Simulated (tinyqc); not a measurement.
Ballistic Schottky-barrier transistor with a two-dimensional channel, WKB contacts: one step of the calculation.

Source Fermi level 0, drain Fermi level -Vd. Far from the contacts Ec = pn - psi, and the gate moves psi one to one; the band edges relax as exp(-x/lam) from pn at the source and pn - Vd at the drain; Ev = Ec - Eg. A carrier of energy w inside the channel band meets at a contact a barrier of height D (the contact edge beyond the channel edge): T = 1 for w >= D, else exp(-S), S = 4 lam sqrt(m/C) [sqrt(D - w) - sqrt(w) arctan sqrt((D - w)/w)], C = hbar^2/(2 m0). The two contacts combine as Ts Td/(Ts + Td - Ts Td).

Task. Transmission of one of the holes. S and T at both contacts for w = w0, and the tunnelling distance lam ln(D/w) at the higher barrier.

Values chosen for this exercise; channel values close to those of a tungsten diselenide layer:
- mp = 0.41 m0 (hole mass)
- lam = 2.9 nm (screening length at the contacts)
- w0 = 0.14 eV (energy of one carrier inside the channel band)

Constants: q = 1.602176634e-19 C, hbar = 1.054571817e-34 J s, m0 = 9.1093837015e-31 kg, hbar^2/(2 m0) = 0.0380998212 eV nm^2. Results are converted to the units shown.

D for holes (eV): source 0.16000000, drain 0.66000000

Give: S at the source; S at the drain; combined T; tunnelling distance.

Result.

S at the source = 0.23631
S at the drain = 11.890
combined T = 6.8584e-6
tunnelling distance = 4.4967 nm

Range of the model: No scattering, image-force lowering, channel charge or band-to-band tunnelling; parabolic kappa overstates S deep in the gap.

Program tinyqc, `OMP_NUM_THREADS=1 python tinyqc.py 2390017 2390018 out.jsonl`; Intel Xeon 2.30GHz, shared host, one thread, about 0.1 s.
